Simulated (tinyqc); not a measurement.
Hubbard ring of 5 sites, step by step. One step of it, computed by the program tinyqc.

Task: Mean-field iteration 1. H(up) = T + U n(down), H(down) = T + U n(up); fill the lowest levels; n(new) = n + mixing (n(out) - n); E = tr T (rho up + rho down) + U sum n_up n_down of the output.

one-body matrix (hopping and site energies) (eV):
```
,1,2,3,4,5
1,0.000000,-1.260000,0.000000,0.000000,-1.260000
2,-1.260000,0.000000,-1.260000,0.000000,0.000000
3,0.000000,-1.260000,0.000000,-1.260000,0.000000
4,0.000000,0.000000,-1.260000,0.000000,-1.260000
5,-1.260000,0.000000,0.000000,-1.260000,0.000000
```

U = 2.300000 eV

electrons, up and down: 1  1

mixing = 1

n(up) at the start (a guess, not normalised): 1 0.500000, 2 0.000000, 3 0.500000, 4 0.000000, 5 0.500000

n(down) at the start (a guess): 1 0.000000, 2 0.500000, 3 0.000000, 4 0.500000, 5 0.000000

Give: levels, up; levels, down; energy; n(up) after iteration 1; n(down) after iteration 1.

Result:

levels, up (eV): -2.139  -0.688  -0.056  2.466  2.718

levels, down (eV): -1.915  -0.538  0.289  2.666  2.948

energy = -4.466 eV

n(up) after iteration 1: 1 0.274, 2 0.133, 3 0.185, 4 0.133, 5 0.274

n(down) after iteration 1: 1 0.133, 2 0.274, 3 0.185, 4 0.274, 5 0.133
